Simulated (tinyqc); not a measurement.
# Fermi-level pinning at a metal contact (Cowley-Sze model): what changes with what

Interface states of density Ds lie behind a thin layer of thickness dl. Neglecting the depletion charge, the barrier for electrons is phi = S (pM - chi) + (1 - S) E0 with S = 1/(1 + q Ds dl/(eps0 ei)); the barrier for holes is Eg - phi.

Parameters, values chosen for the exercise; material values close to those of silicon:

| symbol | value | unit | meaning |
|---|---|---|---|
| Eg | 1.1 | eV | band gap |
| chi | 4 | eV | electron affinity |
| Ds | 2.3e14 | cm^-2 eV^-1 | density of interface states |
| E0 | 0.44 | eV | depth of their neutrality level below the conduction edge |
| dl | 0.39 | nm | thickness of the interface layer |
| ei | 1.1 |  | its relative permittivity |
| pM | 4.18 | eV | metal work function |

Constants: q = 1.602176634e-19 C, eps0 = 8.8541878128e-14 F/cm where lengths are in cm. Results are converted to the units shown.

Each table varies one quantity; the others keep the values above.

## Barrier against work function

phi is listed beside the Schottky-Mott value pM - chi.

Result of one run:
```
pM (eV)	pM - chi (eV)	phi (eV)
4.6	0.60000	0.45016
```

What becomes of these results when the metal work function pM is changed from 4.6 to 4.3 eV, all else the same?

Result of the changed run:
```
pM (eV)	pM - chi (eV)	phi (eV)
4.3	0.30000	0.43111
```

The whole series:
```
pM (eV)	pM - chi (eV)	phi (eV)
3.4	-0.60000	0.37399
3.7	-0.30000	0.39303
4	0	0.41207
4.3	0.30000	0.43111
4.6	0.60000	0.45016
4.9	0.90000	0.46920
5.2	1.2000	0.48824
5.5	1.5000	0.50728
5.8	1.8000	0.52632
```

phi rises with slope S = 0.0635, by 0.152 eV over 2.40 eV of work function, and equals the Schottky-Mott value at pM = chi + E0 = 4.44 eV.

## Unpinning by a thin insulator

Same model as above.

An inserted insulator of thickness t and permittivity 4.5 damps the metal-induced states, Ds(t) = Ds exp(-t/0.29 nm), and adds t/4.5 to dl/ei.

Unpinning by a thin insulator:
```
t (nm)	Ds(t) (cm^-2 eV^-1)	S	phi (eV)
0	2.300e14	0.06347	0.4235
0.3	8.174e13	0.1383	0.4040
0.6	2.905e13	0.2805	0.3671
0.9	1.033e13	0.4911	0.3123
1.2	3.670e12	0.7080	0.2559
1.5	1.304e12	0.8603	0.2163
1.8	4.636e11	0.9405	0.1955
2.1	1.648e11	0.9761	0.1862
2.4	5.856e10	0.9907	0.1824
```

Read the table: what changes, and by how much?

S rises from 0.0635 to 0.991, and phi falls from 0.423 to 0.182 eV, towards pM - chi = 0.180 eV. The insulator also adds a tunnelling resistance, which is not counted here and sets a best thickness.

Numbers from tinyqc (`OMP_NUM_THREADS=1 python tinyqc.py 2430041 2430042 out.jsonl`; about 0.01 s on one thread of a shared Intel Xeon 2.30GHz).
